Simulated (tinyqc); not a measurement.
On-chip interconnect, size-dependent resistivity and RC delay: one step of the calculation.

A rectangular line between two neighbours and two ground planes. Surface and grain-boundary scattering are added to the bulk resistivity as corrections; capacitances are parallel-plate values without fringing; inductance is ignored.

Task. Resistivity, resistance and capacitance per length. Metal width x = wd - 2 tl, height y = AR wd - tl; grain boundaries (Mayadas-Shatzkes): al = (lam/(gr x)) Rg/(1 - Rg), g = 1/[1 - 3 al/2 + 3 al^2 - 3 al^3 ln(1 + 1/al)] - 1; surfaces (Fuchs-Sondheimer, thick limit): s = (3/8) lam (1 - ps)(1/x + 1/y); rho = rho0 (1 + g + s); r = rho/(x y); c = eps0 ek (2 wd/hd + 2 Mf AR wd/sp).

Parameters, values chosen for the exercise; metal values close to those of copper: bulk resistivity rho0 = 1.69 uohm cm; bulk mean free path lam = 39.8 nm; specular share of surface scattering ps = 0; reflection coefficient of grain boundaries Rg = 0.33; grain size over the metal width gr = 0.7; drawn line width wd = 14 nm; aspect ratio, height over width AR = 2; liner on both walls and the bottom, not conducting tl = 2.2 nm; space to the neighbouring lines sp = 14 nm; dielectric height to the planes above and below hd = 26 nm; relative permittivity of the dielectric ek = 2.7; Miller factor of the neighbours Mf = 1.

Constants: eps0 = 8.8541878128e-12 F/m. Results are converted to the units shown.

Find: x; y; al; g; s; rho; r; c.

Result.

x = 9.600 nm
y = 25.80 nm
al = 2.917
g = 3.946
s = 2.133
rho = 11.96 uohm cm
r = 483.0 ohm/um
c = 0.1214 fF/um

Range of the model: The metal width is under the mean free path, where the thick-limit surface term and the simple sum of corrections lose accuracy.

tinyqc, about 0.01 s, one thread, Intel Xeon 2.30GHz (shared host): `OMP_NUM_THREADS=1 python tinyqc.py 2100137 2100138 out.jsonl`
